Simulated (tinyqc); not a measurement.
## In-plane mass from two subband densities

Inverse problem. At zero temperature each occupied subband holds N_k = D (EF - E_k), D = md m0 q/(pi hbar^2) per eV. Two subbands are occupied. Find md, EF - E1 and EF - E2.

Constants: q = 1.602176634e-19 C, hbar = 1.054571817e-34 J s, m0 = 9.1093837015e-31 kg. Results are converted to the units shown.

N1, N2 (cm^-2): [4.3325791e11, 6.4e10]
E2 - E1 = 28.7 meV

Answer. N1 - N2 = D (E2 - E1) gives D and so md; each N_k/D is a distance to EF.

md = 0.0308 m0
EF - E1 = 33.7 meV
EF - E2 = 4.97 meV

Numbers from tinyqc (`OMP_NUM_THREADS=1 python tinyqc.py 2140053 2140054 out.jsonl`; about 0.1 s on one thread of a shared Intel Xeon 2.30GHz).
